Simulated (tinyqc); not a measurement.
Energy conservation against the time step: molecular dynamics of a small cluster by velocity Verlet steps. Computed by tinyqc, a small Python program. Command: `OMP_NUM_THREADS=1 python tinyqc.py 3016769 3016770 out.jsonl verlet walk`. One thread of a shared host (Intel(R) Xeon(R) Processor @ 2.30GHz), about 0.3 s of CPU time with the checks.

E = sum_i {sum_j A exp(-p (r_ij/r0 - 1)) - xi sqrt(rho_i)}, rho_i = sum_j exp(-2 q (r_ij/r0 - 1)); the force on i is -sum_j w_ij (R_i - R_j)/r_ij with w_ij = -(2p/r0) A exp(-p (r_ij/r0 - 1)) + (xi q/r0) exp(-2 q (r_ij/r0 - 1)) (rho_i^(-1/2) + rho_j^(-1/2)).

Inputs (values chosen for the exercise, for model atoms): length r0 = 2.34 angstrom; repulsion A = 0.18 eV; hopping xi = 2.01 eV; decay p = 9.92; decay q = 3.08; atomic mass M = 119 u; time step dt = 1.4 fs; steps = 300.

Potential: Gupta.

starting positions (angstrom), rows atom 1, atom 2, atom 3, atom 4, atom 5, atom 6, columns x, y, z:
```
[[0, 0.02, 0],
 [2.16, -0.04, 0],
 [2.18, 2.15, 0.02],
 [-0.01, 2.14, 0],
 [1.08, 1.09, 1.54],
 [1.1, 1.03, -1.53]]
```

starting velocities (angstrom/fs), rows atom 1, atom 2, atom 3, atom 4, atom 5, atom 6, columns x, y, z:
```
[[-0.00129, 0.00159, -0.00075],
 [0.00045, -0.0027, 0.00153],
 [-7e-05, 0.00093, -0.00112],
 [0.00165, -0.00013, -0.00096],
 [-0.0011, -0.00059, 0.00033],
 [0.00036, 0.00091, 0.00098]]
```

Constants: 1 eV/(angstrom u) = 9.648533212e-03 angstrom/fs^2; k_B = 8.617333262e-05 eV/K.

Method:
- Relax the cluster, diagonalise the Hessian (central differences): omega_max = sqrt(c lambda_max/M). Verlet steps are stable for omega_max dt < 2.
- Velocity Verlet: a = c F/M with c = 9.648533212e-3 angstrom/fs^2 per eV/(angstrom u); R(new) = R + v dt + a dt^2/2; v(new) = v + (a + a(new)) dt/2. Kinetic energy K = M v^2/(2c); temperature T = 2K/((3N - 3) k_B), rotation of the cluster included.
- Runs without thermostat over the same span of time, steps x dt; spread = largest minus smallest value. For contrast, the energy gained over the first 30 dt (dt of the inputs) by explicit Euler steps: R(new) = R + v dt, v(new) = v + a dt.

omega_max dt = 0.0803402

Energy error (eV):
```
dt (fs)  omega_max dt  Verlet, spread of U + K  Euler, gain in U + K
0.175         0.01004               1.2375e-06              0.001838
0.350         0.02009               4.9501e-06              0.003703
0.700         0.04017               1.9802e-05              0.007516
1.400         0.08034               7.9142e-05              0.015470
2.800         0.16068               3.1537e-04              0.032681
4.200         0.24102               7.0682e-04              0.051538
```

What follows from these numbers?

The Verlet error grows as dt^2.00 between the first rows, the second order of the method. Euler steps gain energy steadily: over that short span the gain in the first row is already 1500 times the Verlet spread of the whole run, and it grows as dt^1.01, tending to the first order of that method as dt shrinks.

Extremes, crossings and ranges named in words are read from the listed rows.
